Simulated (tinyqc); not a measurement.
Velocity overshoot from momentum and energy balance equations after a field step: one step, computed by the program tinyqc. Command: `OMP_NUM_THREADS=1 python tinyqc.py 3018685 3018686 out.jsonl overshoot walk`. One thread of a shared host (Intel(R) Xeon(R) Processor @ 2.30GHz), about 0.01 s of CPU time with the checks.

At t = 0 the field jumps from 0 to F in a uniform sample. v is the drift velocity and u = w - (3/2) k_B T the excess energy per carrier.

Task: First four steps. dv/dt = e F/m - v/tau_m(u), du/dt = e F v - u/tau_E, tau_m(u) = tau_0/(1 + c u), tau_0 = m mu_0/e, c = mu_0/(e tau_E v_s^2); this choice gives the steady state v (1 + mu_0 F v/v_s^2) = mu_0 F, which saturates at v_s. Step: v_new = v + dt (e F/m - v/tau_m(u)), u_new = u + dt (e F v - u/tau_E). Start v = u = 0; the distance adds dt (v + v_new)/2.

Inputs (values chosen for the exercise, modelled on electrons in silicon except for tau_E): energy relaxation time tau_E = 0.53 ps; field after the step F = 26 kV/cm; lattice temperature T = 300 K; time step dt = 5.4 fs.

Scheme: explicit Euler.

c = 32.72273 1/eV

tau_0 = 230.2680 fs

acceleration e F/m = 0.01693679 1e7 cm/s per fs

Give: Steps.

Result:

Steps:
```
step  t (fs)  v (1e7 cm/s)     u (eV)  tau_m (fs)
1        5.4        0.0915          0       230.3
2       10.8        0.1808  1.284e-04       229.3
3       16.2        0.2680  3.809e-04       227.4
4       21.6        0.3531  7.533e-04       224.7
```

After the first step u is still 0, below the drift energy m v^2/2, because the explicit scheme uses the old v: an error of the finite time step.
